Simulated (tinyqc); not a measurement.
Inputs raised by 10 %, one at a time: Tersoff bond-order potential. Computed by tinyqc, a small Python program. Command: `OMP_NUM_THREADS=1 python tinyqc.py 3016134 3016135 out.jsonl tersoff sens`. One thread of a shared host (Intel(R) Xeon(R) Processor @ 2.30GHz), about 0.02 s of CPU time with the checks.

E = (1/2) sum_(i, j != i) [A exp(-lambda r_ij) - b_ij B exp(-mu r_ij)], b_ij = (1 + (beta zeta_ij)^n)^(-1/(2n)), zeta_ij = sum_(k != i, j) g(theta_ijk), g = 1 + c^2/d^2 - c^2/(d^2 + (h - cos theta)^2), with theta at atom i. Only nearest neighbours count (cut-off function 1 for them, 0 beyond).

Inputs (values chosen for the exercise, modelled on germanium): A = 1783.6 eV; B = 419.11 eV; lambda = 2.4451 1/angstrom; mu = 1.7047 1/angstrom; beta = 9.12e-07; n = 0.7666; c = 103400; d = 15.81; h = -0.4309.

Constants: 1 eV/angstrom^3 = 160.2176634 GPa.

Method:
- zeta = 3 g(cos theta = -1/3).
- With z equal bonds of order b, r = ln(lambda A/(mu b B))/(lambda - mu) and E per atom = -(z/2) b B exp(-mu r)(1 - mu/lambda).
- a0 = 4 r/sqrt3; B0 = phi''(r)/(3 a0) with phi'' = mu (lambda - mu) b B exp(-mu r), since b does not change under uniform scaling.
- Second derivatives of the energy per atom, volume V = a0^3/8: e_xx gives C11; e_xx = -e_yy gives 2 (C11 - C12); e_xy = e_yx = s/2 with a sublattice shift u_z gives C44 = (E_ss - E_su^2/E_uu)/V and Kleinman's parameter |E_su/E_uu|/(a0/4).

Runs:
```
input moved              from          to  bond length (angstrom)  bulk modulus B0 (GPa)  C44 (GPa)  Kleinman's parameter
base run                    -           -                  2.4570                  74.76      61.46               0.53212
A (eV)                 1783.6     1961.96                  2.5857                  57.04      43.66               0.56866
B (eV)                 419.11     461.021                  2.3283                 108.08      95.55               0.49198
beta                 9.12e-07  1.0032e-06                  2.4580                  74.54      64.49               0.50730
n                      0.7666     0.84326                  2.4515                  75.94      47.53               0.64179
d                       15.81      17.391                  2.4535                  75.51      50.07               0.62348
lambda (1/angstrom)    2.4451     2.68961                  1.9438                 301.51     276.48               0.45954
mu (1/angstrom)        1.7047     1.87517                  3.0247                  11.67       8.15               0.62650
```

Exponents ln(y'/y) / ln(x'/x):
```
input   bond length  bulk modulus B0      C44  Kleinman's parameter
A             0.536           -2.838   -3.589                 0.697
B            -0.565            3.867    4.629                -0.823
beta          0.004           -0.031    0.504                -0.501
n            -0.023            0.164   -2.697                 1.966
d            -0.015            0.104   -2.152                 1.662
lambda       -2.458           14.631   15.777                -1.539
mu            2.181          -19.490  -21.194                 1.713
```

Which inputs matter most for each result?

Among the inputs moved here: bond length answers most in size to lambda (exponent -2.458), next to mu (+2.181). Bulk modulus B0 answers most in size to mu (exponent -19.490), next to lambda (+14.631). C44 answers most in size to mu (exponent -21.194), next to lambda (+15.777). Kleinman's parameter answers most in size to n (exponent +1.966), next to mu (+1.713).
